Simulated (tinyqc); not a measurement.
X-ray reflectivity of a thin film on silicon: critical angles, Parratt recursion, fringes and roughness: one step, computed by the program tinyqc. Command: `OMP_NUM_THREADS=1 python tinyqc.py 3121263 3121264 out.jsonl xrr walk`. One thread of a shared host (Intel(R) Xeon(R) Processor @ 2.30GHz), about 0.01 s of CPU time with the checks.

n = 1 - delta + i beta; the classical electron radius is r_e = 2.8179403e-6 nm. Layer 0 is vacuum, 1 the film, 2 the substrate.

Problem. Reflectivity at one angle. k_j = (2 pi/lambda) sqrt(sin^2 theta - 2 delta_j + 2 i beta_j); r_ij = (k_i - k_j)/(k_i + k_j) x exp(-2 k_i k_j sigma^2) (Nevot-Croce); r = (r_01 + r_12 p)/(1 + r_01 r_12 p), p = exp(2 i k_1 d); R = |r|^2.

Inputs (values chosen for the exercise, modelled on ruthenium on silicon, copper K-alpha radiation):
```
quantity                              value     unit
wavelength lambda                   0.15406       nm
film thickness d                       29.3       nm
roughness of the surface sigma_1        0.2       nm
roughness of the interface sigma_2     0.13       nm
grazing angle theta                    1.04  degrees
```

Constants:
```
layer      rho_e (1/nm^3)         delta          beta  critical angle (degrees)  q_c (1/nm)
film             3124.528  3.325953e-05  3.059876e-06                 0.4672999   0.6652624
substrate         711.402  7.572626e-06  1.741704e-07                 0.2229774   0.3174375
```

Give: k_0, k_1, k_2; 1000 r_01; 1000 r_12; p; reflectivity R; q = 4 pi sin(theta)/lambda.

Solution.

k_0, k_1, k_2 (1/nm): 0.7402  0.6613+0.0077i  0.7230+0.0004i

1000 r_01 = 54.10-5.60i

1000 r_12 = -43.81+5.45i

p = 0.3137+0.5544i

reflectivity R = 0.002192

q = 4 pi sin(theta)/lambda = 1.480 1/nm
